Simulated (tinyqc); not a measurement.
# One-dimensional ballistic tunnel FET, two-band WKB, step by step

tinyqc, about 0.01 s, one thread, Intel Xeon 2.30GHz (shared host): `OMP_NUM_THREADS=1 python tinyqc.py 2620108 2620109 out.jsonl` Printed values are rounded.

A p-type source for x < 0 with its Fermi level at 0 and its valence edge at ds; in the channel the bands fall as D exp(-x/lam) towards their flat values, with the conduction edge at Ec = ds - dP and D = dP + Eg. The gate moves dP one to one. The drain Fermi level lies at -Vd and the drain side reflects nothing. For w = E - Ec between 0 and dP an electron crosses the gap. Two-band dispersion with equal masses m: inside the gap kappa = sqrt(m u (1 - u/Eg)/C), u the distance from a band edge, C = hbar^2/(2 m0).

Parameters, values chosen for the exercise; band and dielectric values those of a made-up semiconductor:

| symbol | value | unit | meaning |
|---|---|---|---|
| T | 300 | K | temperature |
| Eg | 0.659 | eV | band gap |
| m | 0.041 | m0 | band-edge mass of the two-band model |
| lam | 3.5 | nm | screening length of the source junction |
| ds | 0.15 | eV | source valence edge above the source Fermi level |
| Vd | 0.2 | V | drain bias |
| g | 2 |  | number of degenerate subbands (spin apart) |
| dP | 0.38 | eV | tunnelling window Ev(source) - Ec(channel) |
| w0 | 0.17 | eV | energy above the channel conduction edge |
| nc | 8 |  | cells of the path |
| nE | 11 |  | points of the energy grid |

Constants: q = 1.602176634e-19 C, kB = 1.380649e-23 J/K, hbar = 1.054571817e-34 J s, h = 6.62607015e-34 J s, m0 = 9.1093837015e-31 kg, Vt = kB T/q, hbar^2/(2 m0) = 0.0380998212 eV nm^2. Results are converted to the units shown.

## The path through the gap by the midpoint rule

At w = w0 the path runs from xa = lam ln(D/(w + Eg)) to xb = lam ln(D/w); u(x) = w + Eg - D exp(-x/lam) is the height above the valence edge. Cut it into nc equal cells: S = 2 (cell width) times the sum of kappa at the centres.

xa = 0.790278 nm
xb = 6.33575 nm

```
cell,x (nm),u (eV),kappa (1/nm)
0,1.13687,0.078159,0.272274
1,1.83006,0.213065,0.393894
2,2.52324,0.323732,0.420995
3,3.21642,0.414515,0.406803
4,3.90961,0.488987,0.368449
5,4.60279,0.550079,0.312793
6,5.29598,0.600193,0.240075
7,5.98916,0.641304,0.136132
```

S = 3.53720

## The exponent in closed form

S(w) = 2 lam int_0^Eg kappa(u) du/(w + Eg - u) = 2 pi lam sqrt(m/(C Eg)) [w + Eg/2 - sqrt(w (w + Eg))], T(w) = exp(-S). The common triangular estimate is S = (4/3) lam sqrt(m/C) Eg^1.5/(dP + Eg) for all w.

S(w0) = 3.48726
T(w0) = 0.0305844
triangular S = 2.49258

The midpoint value is 1.4 % above the closed form, and the triangular estimate 29 % below it.

## Current on a coarse grid

S(w) = 2 lam int_0^Eg kappa(u) du/(w + Eg - u) = 2 pi lam sqrt(m/(C Eg)) [w + Eg/2 - sqrt(w (w + Eg))], T(w) = exp(-S). I = g (2 q^2/h) int_0^dP T(w) [f(E) - f(E + Vd)] dw, E = ds - dP + w, f(x) = 1/(1 + exp(x/Vt)). Simpson's rule on nE equally spaced points.

```
point,w (eV),T(w),difference of the f
0,0.000000,9.51957e-5,0.238448
1,0.038000,0.00317008,0.576157
2,0.076000,0.00862134,0.853037
3,0.114000,0.0162275,0.951518
4,0.152000,0.0256181,0.944500
5,0.190000,0.0364340,0.822471
6,0.228000,0.0483543,0.518860
7,0.266000,0.0611041,0.198894
8,0.304000,0.0744534,0.0540165
9,0.342000,0.0882127,0.0129605
10,0.380000,0.102228,0.00301031
```

I = 0.714030 uA

A converged quadrature gives 0.7151 uA; this grid is 0.14 % below that.
